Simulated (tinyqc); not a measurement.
From capture coefficient C back to Huang-Rhys factor S: non-radiative capture by multiphonon emission, one effective mode. Computed by tinyqc, a small Python program. Command: `OMP_NUM_THREADS=1 python tinyqc.py 3003971 3003972 out.jsonl capture inv`. One thread of a shared host (Intel(R) Xeon(R) Processor @ 2.30GHz), about 0.06 s of CPU time with the checks.

The initial state (free carrier plus empty centre) lies dE above the final state; both have the same frequency and are displaced by dQ.

Inputs (values chosen for the exercise, for a model semiconductor):

| quantity | value | unit |
|---|---|---|
| energy released dE | 0.23 | eV |
| phonon energy hbar omega | 10.9 | meV |
| electron-phonon coupling W | 0.032 | eV/(u^(1/2) angstrom) |
| cell volume V | 1440 | angstrom^3 |
| degeneracy g | 1 | - |
| broadening b | 7.7 | meV |
| carrier mass m | 0.576 | m_0 |
| dielectric constant eps | 10.1 | - |
| temperature T | 300 | K |
| defect density N_t | 3e+16 | cm^-3 |

Centre: attractive.

Constants: hbar^2/u = 4.18015928e-03 eV angstrom^2; k_B = 8.617333262e-05 eV/K; hbar = 6.582119569e-16 eV s; Ry = 13.605693123 eV; k_B = 1.380649e-23 J/K; m_0 = 9.1093837015e-31 kg.

Method:
- dQ = sqrt(2 S (hbar^2/u)/hbar omega); relaxation energy lambda = S hbar omega; phonons needed P = dE/hbar omega; classical barrier E_b = (dE - lambda)^2/(4 lambda); occupation n = 1/(exp(hbar omega/k_B T) - 1).
- Huang-Rhys weight for a net emission of p phonons: L_p = exp(-S (2n + 1)) ((n + 1)/n)^(p/2) I_p(2 S sqrt(n (n + 1))), I_p the modified Bessel function.
- M_p = sum_m w_m <m_i|Q|(m + p)_f>^2 with Q counted from the final minimum and Boltzmann weights w_m for m = 0..24; <m_i|Q|k_f> = sqrt((hbar^2/u)/(2 hbar omega)) [sqrt(k) <m|k-1> + sqrt(k+1) <m|k+1>], with overlaps of oscillators displaced by d = sqrt(2 S) summed on 1500 points from -16 to 16 + d.
- The delta function is a Gaussian of standard deviation b at dE - p hbar omega.
- C_0 = V (2 pi/hbar) g W^2 sum_p M_p Gaussian_p. The sum runs over the seven p from round(P) - 3 to round(P) + 3; 1 angstrom^3 = 1e-24 cm^3.
- Sommerfeld factor of an attractive centre: s(k) = 2 pi nu/(1 - exp(-2 pi nu)), nu = sqrt(Ry*/E), Ry* = Ry m/eps^2, averaged over (2/sqrt(pi)) sqrt(x) exp(-x) dx with x = E/k_B T = t^2 (trapezoid, t to 6 in steps of 0.01).
- C = s C_0; v = sqrt(3 k_B T/m); sigma = C/v; tau = 1/(C N_t).

Question. A run gave the result below. Find the Huang-Rhys factor S, known to lie between 7 and 13.

capture coefficient C = 3.900605e-06 cm^3/s

Answer.

Each step takes the trial c = (a f_b - b f_a)/(f_b - f_a), f being the result less the target and a, b, c the logarithms of the listed values; c replaces end b, the old b replaces a if the sign of f changed, and otherwise f_a is halved.

Scan of the range:

| Huang-Rhys factor S | capture coefficient C (cm^3/s) |
|---|---|
| 7.00 | 1.30675e-06 |
| 7.76 | 2.01910e-06 |
| 8.60 | 2.94489e-06 |
| 9.54 | 4.08061e-06 |
| 10.60 | 5.38646e-06 |
| 11.70 | 6.66697e-06 |
| 13.00 | 7.97948e-06 |

False position (Illinois rule, in the logarithm of the input) inside the bracket:

| step | end a | end b | trial | capture coefficient C (cm^3/s) |
|---|---|---|---|---|
| 1 | 8.60000 | 9.54000 | 9.38444 | 3.88884e-06 |
| 2 | 9.54000 | 9.38444 | 9.39391 | 3.90049e-06 |
| 3 | 9.54000 | 9.39391 | 9.39409 | 3.90072e-06 |
| 4 | 9.39391 | 9.39409 | 9.39400 | 3.90060e-06 |

Capture coefficient C rises at every point of a 13-point scan of the range (every second point is shown), so one value fits; it is bracketed by 8.60 and 9.54. Answer: Huang-Rhys factor S = 9.394.

Caution: the effective Bohr radius is under 10 angstrom, so the effective-mass Sommerfeld factor is rough. Caution: so large a cross-section lies beyond first-order perturbation theory; cascade capture or carrier supply would limit it.
